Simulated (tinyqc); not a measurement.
Inside a calculation: Boltzmann transport in a parabolic band with a power-law relaxation time. Values are carried at full precision from step to step, so a last printed digit may differ when a step is redone from the rounded ones.

F_j(eta) = (1/Gamma(j + 1)) integral_0^infinity x^j dx/(1 + exp(x - eta)), which tends to exp(eta) for eta << 0.

n = N F_1/2(eta) with N = 2 (m kB T/(4 pi c))^(3/2) with c = hbar^2/2m0, in 1/angstrom^3; times 1e24 for 1/cm^3, m = md.

Constants: hbar^2/2m0 = 3.80998211 eV angstrom^2; kB = 8.617333262e-05 eV/K.

Values chosen for the exercise (masses near those of Ge; tau0 is set for a mobility of the usual size at this n, kL is a free input; freeze-out and phonon drag, which matter near 77 K, are left out; shifted at random, so the results belong to these values and not to a real crystal): n = 3.9e+19 1/cm^3 (electron density); md = 0.561 m0 (density-of-states mass); T = 500 K; r = 0.5 (exponent of tau); tau0 = 7.3 fs (tau at E = kT); mc = 0.1216 m0 (conductivity mass); kL = 12 W/(m K) (lattice thermal conductivity).

## Reduced Fermi level

Solve for eta.

N = 2.269e+19 1/cm^3
eta = 1.1356

## Integrals for r = 0.5 (polar optical or piezoelectric scattering)

tau = tau0 x^r with x = E/kT. With K_j = Gamma(j + 1) F_j(eta): <tau> = tau0 (r + 3/2) K_(r+1/2)/((3/2) K_(1/2)); mu = <tau>/(mc m0/e), m0/e = 5.685630e-12 kg/C; Hall factor rH = (3/2) K_(1/2) (2r + 3/2) K_(2r+1/2)/((r + 3/2) K_(r+1/2))^2; Seebeck S = -(kB/e) [(r + 5/2) K_(r+3/2)/((r + 3/2) K_(r+1/2)) - eta]; Lorenz number L = (kB/e)^2 [(r + 7/2) K_(r+5/2)/((r + 3/2) K_(r+1/2)) - ((r + 5/2) K_(r+3/2)/((r + 3/2) K_(r+1/2)))^2]; kB/e in V/K. Valley anisotropy is left out of rH.

Evaluate F_j and K_j for j = 1/2, r + 1/2, r + 3/2, r + 5/2 and 2r + 1/2 (each value once).

F_j and K_j:
```
j       F_j     K_j
0.5  1.7190  1.5234
1.0  1.9911  1.9911
2.0  2.4215  4.8429
3.0  2.7088  16.253
1.5  2.2255  2.9585
```

## Transport coefficients

Form the ratios; u is the mean energy carried, in kT.

<tau>/tau0 = 1.743
rH = 1.066
u = 3.648
S = -216.5 microvolt/K
L = 2.239 1e-8 W ohm/K^2

The non-degenerate limits are rH = 1.104, u = r + 5/2 = 3 and L = (r + 5/2)(kB/e)^2 = 2.228; the degenerate ones are rH = 1 and L = 2.443.

## Mobility, conductivity and figure of merit

mu = <tau>/(mc m0/e) with m0/e = 5.685630e-12 kg/C; sigma = e n mu, e = 1.602176634e-19 C; Hall mobility rH mu; power factor S^2 sigma; ZT = S^2 sigma T/(kL + L sigma T), all in SI units.

mu = 184 cm^2/(V s)
Hall mobility = 196 cm^2/(V s)
sigma = 1.15e+03 S/cm
power factor = 5.39 mW/(m K^2)
electronic thermal conductivity = 1.29 W/(m K)
ZT = 0.20

A Hall measurement read with rH = 1 would give a density of 3.66e+19 1/cm^3. Electrons carry 9.7 % of the heat. kL is far below that of crystalline Ge, so ZT is too high for it.

## Checks

- Seebeck coefficient against direct integration over -df/dE (microvolt/K): both -216.5.

Computed by tinyqc, a small Python program: `OMP_NUM_THREADS=1 python tinyqc.py 1651017 1651018 out.jsonl` (the numbers bound the seed that draws the inputs); one thread of a shared host (Intel(R) Xeon(R) Processor @ 2.30GHz), about 0.01 s for the whole set of steps.
